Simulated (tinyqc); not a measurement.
From results back to parameters: free-carrier optics of a doped semiconductor (Drude model with one polar phonon). Two cases, with inputs chosen for the exercise.

Problem. The upper coupled mode solves E^4 - (wL^2 + Ep^2) E^2 + Ep^2 wT^2 = 0 with wL = wT sqrt(es/ei); N is hidden.

eps(E) = ei [1 - Ep^2/(E^2 + i E Gam)] + (es - ei) wT^2/(wT^2 - E^2 - i E gT), with Ep^2 = 8 pi c (e^2/(4 pi eps0)) N/(m ei), c = hbar^2/2m0, N in 1/angstrom^3 (1e-24 per 1/cm^3); Gam = hbar/tau, tau = mu m m0/e with m0/e = 5.685630e-12 kg/C and mu in m^2/(V s). Energies in meV.

Constants: hbar^2/2m0 = 3.80998211 eV angstrom^2; e^2/(4 pi eps0) = 14.39964547 eV angstrom.

Case 1.

Values chosen (mass and dielectric values near those of InSb; N and mu are free inputs; interband absorption and the rise of the mass with filling are left out; the results hold for these values, not for the real material):
- m = 0.0139 m0 (conductivity mass)
- ei = 15.78 (high-frequency dielectric constant)
- wT = 22.2 meV (TO phonon)
- es = 16.87 (static dielectric constant)

L+ = 23.1938 meV

Case 2.

Values chosen (mass and dielectric values near those of SiC; N and mu are free inputs; interband absorption and the rise of the mass with filling are left out; the results hold for these values, not for the real material):
- m = 0.382 m0 (conductivity mass)
- ei = 6.59 (high-frequency dielectric constant)
- wT = 98.3 meV (TO phonon)
- es = 9.74 (static dielectric constant)

L+ = 119.7075 meV

Find: Ep; N; L-.

Solution. Ep^2 = L+^2 (L+^2 - wL^2)/(L+^2 - wT^2); the product of the roots gives L- = Ep wT/L+.

Case 1.

Ep = 11.49 meV
N = 2.10e+16 1/cm^3
L- = 11.00 meV

Case 2.

Ep = 12.16 meV
N = 2.70e+17 1/cm^3
L- = 9.99 meV

Computed by tinyqc, one run a case: `OMP_NUM_THREADS=1 python tinyqc.py N N+1 out.jsonl` with N = 1651835, 1651880; one thread of a shared Intel(R) Xeon(R) Processor @ 2.30GHz, about 0.01 s a run at most.
